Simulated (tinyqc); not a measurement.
## Access strength from the read disturbance

Question. Transistor (EKV form, voltages against the body): I = 2 n b Vt^2 [F(vp - Vs) - F(vp - Vd)] from drain to source, F(v) = ln^2(1 + exp(v/(2 Vt))), vp = (Vg - VT + sg |Vd - Vs|)/n. n-channel bodies are at 0; for the p-channel device all voltages are counted down from Vdd. b in uA/V^2 gives I in uA. In an SRAM read the low node Q obeys In(gate QB, drain Q) = Ip(gate QB, drain Q) + Ia, where the access transistor (threshold VTn) has its gate and drain at Vdd and its source at Q. Find Ia, ba and the cell ratio bn/ba.

Parameters, values chosen for the exercise: temperature T = 300 K; supply voltage Vdd = 1 V; slope factor n = 1.34; drain-induced barrier lowering sg = 0.068; n-channel threshold VTn = 0.35 V; p-channel threshold (magnitude) VTp = 0.39 V; gain factor of the pull-down transistor bn = 680 uA/V^2; gain factor of the pull-up transistor bp = 280 uA/V^2.

Constants: q = 1.602176634e-19 C, kB = 1.380649e-23 J/K, Vt = kB T/q. Results are converted to the units shown.

Q and QB in the read (V): [0.12583658, 0.99991040]

Solution. The node equation gives Ia, which is proportional to ba.

Ia = 49.1 uA
ba = 450 uA/V^2
cell ratio = 1.51

tinyqc, about 0.2 s, one thread, Intel Xeon 2.30GHz (shared host): `OMP_NUM_THREADS=1 python tinyqc.py 2340130 2340131 out.jsonl`
